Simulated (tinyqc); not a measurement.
Empirical pseudopotential in a few plane waves, step by step. Computed by tinyqc, a small Python program that keeps every step. Settings: plane-wave index or count = 15. Command: `OMP_NUM_THREADS=1 python tinyqc.py 24919 24920 out.jsonl` (the two numbers bound the seeds that draw the settings). One thread of a shared host (Intel(R) Xeon(R) Processor @ 2.60GHz), about 0.2 s of CPU time with the checks.

## Bloch Hamiltonian at G

Parameters chosen for this model: fcc lattice, atoms at +/- a/8 (1,1,1); form factors in rydberg at |G|^2 in units of (2 pi/a)^2:

| parameter | value | unit |
|---|---|---|
| a | 5.330000 | angstrom |
| VS(3) | -0.194000 | Ry |
| VS(8) | 0.037000 | Ry |
| VS(11) | 0.065000 | Ry |
| VA(3) | 0 | Ry |
| VA(4) | 0 | Ry |
| VA(11) | 0 | Ry |
| hbar^2/2m (2 pi/a)^2 | 5.294540 | eV |

k point G (2 pi / a): 0  0  0

Basis: the 15 shortest G (labels in 2 pi/a), the same at every k. H(G,G') = c |k + G|^2 delta + VS(|G-G'|^2) cos((G-G').tau) + i VA sin((G-G').tau), tau = a/8 (1,1,1); 1 Ry = 13.605693 eV.

H(k) at G (eV), lower triangle:
```
          +0+0+0    -1-1-1    -1-1+1    -1+1-1    -1+1+1    +1-1-1    +1-1+1    +1+1-1
+0+0+0   0.00000
-1-1-1   1.86641  15.88362
-1-1+1  -1.86641   0.00000  15.88362
-1+1-1  -1.86641   0.00000   0.50341  15.88362
-1+1+1  -1.86641  -0.50341   0.00000   0.00000  15.88362
+1-1-1  -1.86641   0.00000   0.50341   0.50341   0.00000  15.88362
+1-1+1  -1.86641  -0.50341   0.00000   0.00000   0.50341   0.00000  15.88362
+1+1-1  -1.86641  -0.50341   0.00000   0.00000   0.50341   0.00000   0.50341  15.88362
+1+1+1   1.86641   0.00000  -0.50341  -0.50341   0.00000  -0.50341   0.00000   0.00000
-2+0+0   0.00000  -1.86641  -1.86641  -1.86641   1.86641   0.62534  -0.62534  -0.62534
+0-2+0   0.00000  -1.86641  -1.86641   0.62534  -0.62534  -1.86641   1.86641  -0.62534
+0+0-2   0.00000  -1.86641   0.62534  -1.86641  -0.62534  -1.86641  -0.62534   1.86641
+0+0+2   0.00000  -0.62534   1.86641  -0.62534  -1.86641  -0.62534  -1.86641   0.62534
+0+2+0   0.00000  -0.62534  -0.62534   1.86641  -1.86641  -0.62534   0.62534  -1.86641
+2+0+0   0.00000  -0.62534  -0.62534  -0.62534   0.62534   1.86641  -1.86641  -1.86641

          +1+1+1    -2+0+0    +0-2+0    +0+0-2    +0+0+2    +0+2+0    +2+0+0
+1+1+1  15.88362
-2+0+0  -0.62534  21.17816
+0-2+0  -0.62534   0.50341  21.17816
+0+0-2  -0.62534   0.50341   0.50341  21.17816
+0+0+2  -1.86641  -0.50341  -0.50341   0.00000  21.17816
+0+2+0  -1.86641  -0.50341   0.00000  -0.50341   0.50341  21.17816
+2+0+0  -1.86641   0.00000  -0.50341  -0.50341   0.50341   0.50341  21.17816
```

## Levels at G

Diagonalise the Hermitian matrix.

eigenvalues (eV): -1.47679  12.51382  12.51382  12.51382  15.10756  15.38021  15.38021  15.38021  18.87064  20.17134  20.17134  24.04455  24.04455  24.04455  25.47810

## Bands along a path

The same steps at evenly spaced points between the labelled ones.

Bands along the path (eV), lowest eight:

| k | band 1 | band 2 | band 3 | band 4 | band 5 | band 6 | band 7 | band 8 |
|---|---|---|---|---|---|---|---|---|
| L | 1.29091 | 4.18648 | 11.20450 | 11.20450 | 13.47655 | 16.05457 | 16.05457 | 19.22660 |
| L-G 0.20 | 0.64390 | 5.07104 | 11.24275 | 11.24275 | 13.54566 | 16.07293 | 16.07293 | 19.42846 |
| L-G 0.40 | -0.21913 | 6.74761 | 11.45911 | 11.45911 | 13.82684 | 16.29613 | 16.29613 | 20.02993 |
| L-G 0.60 | -0.90606 | 8.79057 | 11.83213 | 11.83213 | 14.31106 | 16.29075 | 16.29075 | 18.69818 |
| L-G 0.80 | -1.33281 | 11.00204 | 12.27534 | 12.27534 | 14.92205 | 15.74010 | 15.74010 | 16.63576 |
| G | -1.47679 | 12.51382 | 12.51382 | 12.51382 | 15.10756 | 15.38021 | 15.38021 | 15.38021 |
| G-X 0.20 | -1.28453 | 11.19751 | 11.81229 | 11.81229 | 14.66976 | 16.35281 | 16.37423 | 16.37423 |
| G-X 0.40 | -0.71042 | 9.17484 | 10.74960 | 10.74960 | 13.59941 | 15.93079 | 18.28804 | 18.28804 |
| G-X 0.60 | 0.23684 | 7.12956 | 9.91987 | 9.91987 | 12.81853 | 14.21916 | 20.46940 | 20.46940 |
| G-X 0.80 | 1.54012 | 5.16358 | 9.43703 | 9.43703 | 12.46613 | 13.01363 | 22.77837 | 22.77837 |
| X | 3.16942 | 3.36903 | 9.33627 | 9.33627 | 12.39850 | 12.60516 | 25.23333 | 25.23333 |

With 4 band(s) filled, the highest filled level on these points lies at G and the lowest empty one at X: the bands touch or overlap, so there is no gap. This holds for the small fixed basis; with all plane waves up to |k + G|^2 = 21 (2 pi/a)^2 the gap along the path is -0.22 eV.

## Convergence with the number of plane waves

Levels at G counted from the fourth one.

Levels (eV):

| plane waves | level 1 | level 5 | level 8 |
|---|---|---|---|
| 9 | -16.85700 | 0.00000 | 2.01364 |
| 15 | -13.99061 | 2.59374 | 2.86639 |
| 27 | -13.53818 | 2.86490 | 3.08163 |
| 51 | -13.66531 | 2.92313 | 3.13231 |
| 59 | -13.68694 | 2.79941 | 3.12270 |
| 65 | -13.69373 | 2.76969 | 3.12270 |
| 89 | -13.66443 | 2.79431 | 3.10763 |
